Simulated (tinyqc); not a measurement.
Hall effect and magnetoresistance of several carrier groups with constant relaxation times: one step, computed by the program tinyqc.

Group 1 has charge +e and group 2 charge +e; s_i is that sign. B lies along z; mu B is formed with mu in m^2/(V s).

Problem. Resistivity, Hall coefficient and magnetoresistance. rho_xx = sigma_xx/(sigma_xx^2 + sigma_xy^2); Hall coefficient R_H = sigma_xy/(B (sigma_xx^2 + sigma_xy^2)), with B in V s/cm^2 (1 T = 1e-4 V s/cm^2); magnetoresistance MR = rho_xx(B)/rho_xx(0) - 1. Apparent density 1/(e |R_H|); Hall mobility |R_H|/rho_xx.

Inputs (values chosen for the exercise, for a model conductor): magnetic field B = 6.8 T.

Carriers: light and heavy holes. Densities: per volume.

sigma_xx = 715.7654 S/cm

sigma_xy = 34125.37 S/cm

sigma at B = 0 = 1649761 S/cm

Constants: e = 1.602176634e-19 C.

Give: rho_xx; Hall coefficient R_H; magnetoresistance MR; apparent density; Hall mobility.

Solution.

rho_xx = 6.144e-07 ohm cm

Hall coefficient R_H = 0.04307 cm^3/C

magnetoresistance MR = 1.355 %

apparent density = 1.449e+20 1/cm^3

Hall mobility = 70113 cm^2/(V s)
